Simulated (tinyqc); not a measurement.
# Trench capacitor in an array: capacitance, non-linearity, leakage and relaxation: charge lost after writing

A film between two metal electrodes, each interface adding a series capacitance ci. The small-signal permittivity is ek (1 + aq E^2); the field is found with the linear permittivity. Leakage J = J0 sinh(E/Ef). After a voltage step the film passes a relaxation current kr C V tt^(-nr), tt being the time in seconds. The sidewall is a coaxial capacitor with radii a = dm/2 - t and b = dm/2, depth AR dm; the end face is left out.

Planar film: Cf = eps0 ek/t, 1/C = 1/Cf + 2/ci, EOT = 3.9 eps0/C, effective permittivity C t/eps0, E = (V/t) C/Cf. A capacitor written for t0 and then left open loses, as a share of C V, kr (tt^(1 - nr) - t0^(1 - nr))/(1 - nr) by relaxation and J tt/(C V) by leakage; both are taken as small, and rows far outside that range are left out.

Parameters, values chosen for the exercise; permittivity of the order of that of titanium dioxide:

| symbol | value | unit | meaning |
|---|---|---|---|
| ek | 77.5 |  | relative permittivity of the film |
| t | 14 | nm | film thickness |
| ci | 120 | uF/cm^2 | capacitance of each electrode interface (dead layer and screening) |
| aq | 0.036 | cm^2/MV^2 | quadratic field coefficient of the permittivity |
| V | 1.1 | V | bias |
| nr | 0.985 |  | exponent of the relaxation current |
| kr | 0.0086 |  | strength of the relaxation |
| J0 | 2.6e-11 | A/cm^2 | leakage prefactor |
| Ef | 0.44 | MV/cm | field for an e-fold rise of the leakage |
| t0 | 1e-8 | s | duration of the write pulse |

Constants: eps0 = 8.8541878128e-14 F/cm where lengths are in cm. Results are converted to the units shown.

The same in every row: leakage current (nA/cm^2) = 0.06525.

Charge lost after writing:
```
tt (s)	relaxation current (nA/cm^2)	loss by relaxation (%)	loss by leakage (%)	total loss (%)
1e-6	3.484e7	3.111	1.309e-9	3.111
1e-5	3.607e6	4.748	1.309e-8	4.748
0.0001	3.733e5	6.443	1.309e-7	6.443
0.001	3.865e4	8.198	1.309e-6	8.198
0.01	4000	10.01	1.309e-5	10.01
0.1	414.1	11.90	1.309e-4	11.90
1	42.87	13.84	0.001309	13.84
10	4.437	15.86	0.01309	15.87
100	0.4593	17.94	0.1309	18.07
1000	0.04755	20.10	1.309	21.41
```

The two currents are equal at tt = 725 s. The loss by relaxation grows from 3.11 to 20.1 %, by 1.64 points over the first decade and 2.16 over the last, while the loss by leakage grows tenfold a decade. Relaxation is the larger loss in every row. For tt = 10, 100, 1000 the falling voltage would already cut the leakage, so the linear estimate overstates the loss.

Computed by the program tinyqc: `OMP_NUM_THREADS=1 python tinyqc.py 2102161 2102162 out.jsonl`, one thread of a shared Intel Xeon 2.30GHz, about 0.01 s for the whole run.
